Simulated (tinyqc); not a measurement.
Inputs raised by 2 %, one at a time: spin coating of a resist or spin-on film: centrifugal thinning, evaporation and the final thickness (Emslie and Meyerhofer models). Computed by tinyqc, a small Python program. Command: `OMP_NUM_THREADS=1 python tinyqc.py 3113088 3113089 out.jsonl spincoat sens`. One thread of a shared host (Intel(R) Xeon(R) Processor @ 2.30GHz), about 0.3 s of CPU time with the checks.

A Newtonian film stays uniform over the wafer; solvent and solids have the same density and the concentration is uniform through the thickness.

Inputs (values chosen for the exercise, of the order of those of a polymer resist in an ester solvent):

| quantity | value | unit |
|---|---|---|
| solids volume fraction c0 | 0.23 | - |
| kinematic viscosity of the solvent nu_s | 1.2 | mm^2/s |
| viscosity constant k | 840 | mm^2/s |
| viscosity exponent gamma | 3 | - |
| spin speed f | 6000 | rpm |
| evaporation rate at 1000 rpm e0 | 0.072 | micrometre/s |
| starting thickness h0 | 400 | micrometre |
| wafer radius R | 50 | mm |
| shrinkage in the bake | 6.2 | % |

Method:
- omega = 2 pi f/60; nu(c) = nu_s + k c^gamma; evaporation rate e = e0 sqrt(f/1000 rpm).
- Flow constant K = 2 omega^2/(3 nu(c0)); Reynolds number of the air omega R^2/nu_air with nu_air = 15 mm^2/s.
- Meyerhofer estimate: flow rules until (1 - c0) K h^3 = e, then evaporation alone: h_w = (e/((1 - c0) K))^(1/3), dry film c0 h_w.
- Full model for solids s and liquid l per area, h = s + l, c = s/h: ds/dt = -c Q, dl/dt = -(1 - c) Q - e, Q = 2 omega^2 h^3/(3 nu(c)); integrated adaptively (relative tolerance 1e-9) until l = 0.
- Dry film = s at l = 0, before the bake; film after the bake = s x (1 - shrinkage).

Runs:

| input moved | from | to | dry film (nm) | time to dry (s) | dry film, estimate (nm) | wet thickness h_w (micrometre) |
|---|---|---|---|---|---|---|
| base run | - | - | 564.21 | 12.324 | 494.50 | 2.1500 |
| solids volume fraction c0 | 0.23 | 0.2346 | 586.20 | 12.485 | 514.47 | 2.1930 |
| kinematic viscosity of the solvent nu_s (mm^2/s) | 1.2 | 1.224 | 564.48 | 12.331 | 494.85 | 2.1515 |
| viscosity constant k (mm^2/s) | 840 | 856.8 | 567.68 | 12.399 | 497.44 | 2.1628 |
| viscosity exponent gamma | 3 | 3.06 | 550.84 | 12.021 | 481.73 | 2.0945 |
| spin speed f (rpm) | 6000 | 6120 | 558.65 | 12.082 | 489.63 | 2.1288 |
| evaporation rate at 1000 rpm e0 (micrometre/s) | 0.072 | 0.07344 | 567.95 | 12.162 | 497.78 | 2.1643 |
| starting thickness h0 (micrometre) | 400 | 408 | 564.21 | 12.324 | 494.50 | 2.1500 |

Exponents ln(y'/y) / ln(x'/x):

| input | dry film | time to dry | dry film, estimate | wet thickness h_w |
|---|---|---|---|---|
| solids volume fraction c0 | 1.931 | 0.658 | 1.999 | 0.999 |
| kinematic viscosity of the solvent nu_s | 0.024 | 0.027 | 0.035 | 0.035 |
| viscosity constant k | 0.310 | 0.306 | 0.299 | 0.299 |
| viscosity exponent gamma | -1.211 | -1.255 | -1.322 | -1.322 |
| spin speed f | -0.500 | -1.000 | -0.500 | -0.500 |
| evaporation rate at 1000 rpm e0 | 0.333 | -0.667 | 0.333 | 0.333 |
| starting thickness h0 | 0.000 | 0.000 | 0.000 | 0.000 |

Which inputs matter most for each result?

Among the inputs moved here: dry film answers most in size to solids volume fraction c0 (exponent +1.931), next to viscosity exponent gamma (-1.211); its exponent is below 0.0005 for starting thickness h0. Its exponent -0.500 in spin speed f: (e/omega^2)^(1/3) with e as sqrt(f). Its exponent +0.333 in evaporation rate at 1000 rpm e0: the cube root of the evaporation rate. Time to dry answers most in size to viscosity exponent gamma (exponent -1.255), next to spin speed f (-1.000); its exponent is below 0.0005 for starting thickness h0. dry film, estimate answers most in size to solids volume fraction c0 (exponent +1.999), next to viscosity exponent gamma (-1.322); its exponent is below 0.0005 for starting thickness h0. wet thickness h_w answers most in size to viscosity exponent gamma (exponent -1.322), next to solids volume fraction c0 (+0.999); its exponent is below 0.0005 for starting thickness h0.
